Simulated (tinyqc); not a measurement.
From single traps to 1/f noise.

13 half-filled traps with time constants tau_j = 3.9e-8 s times 10^(0.5 j), j = 0..12, each shift the threshold by a = 30.1 uV when filled and give the Lorentzian a^2 tau/(1 + (2 pi f tau)^2). For time constants spread evenly in ln tau the sum tends to a^2/(4 f ln(10^0.5)). slope = d ln S/d ln f.

Results:
```
f (Hz)	S (uV^2/Hz)	1/f limit (uV^2/Hz)	slope	j of the largest term
0.01	51.68	1.967e4	-8.480e-6	12
0.1	51.65	1967	-8.474e-4	12
1	49.61	196.7	-0.07889	12
30	6.255	6.558	-0.9475	10
1000	0.1965	0.1967	-0.9946	7
1e6	1.805e-4	1.967e-4	-1.085	1
1e7	7.734e-6	1.967e-5	-1.806	0
1e8	8.596e-8	1.967e-6	-1.998	0
```

Estimate the missing row, f = 30000 Hz.

Computed row:
```
f (Hz)	S (uV^2/Hz)	1/f limit (uV^2/Hz)	slope	j of the largest term
30000	0.006541	0.006558	-0.9983	4
```

With this row back in the table: Below the slowest trap (1/(2 pi tau) = 4.1 Hz) the spectrum is flat, slope 0.00 in the first row; above the fastest (4.1e6 Hz) the slope tends to -2 (-2.00 in the last row). In between, at 30, 1000 and 30000 Hz, the slopes are -0.95, -0.99 and -1.00, and S is 0.13 % below the 1/f limit at 1000 Hz.

Computed by the program tinyqc: `OMP_NUM_THREADS=1 python tinyqc.py 2150042 2150043 out.jsonl`, one thread of a shared Intel Xeon 2.30GHz, about 0.01 s for the whole run.
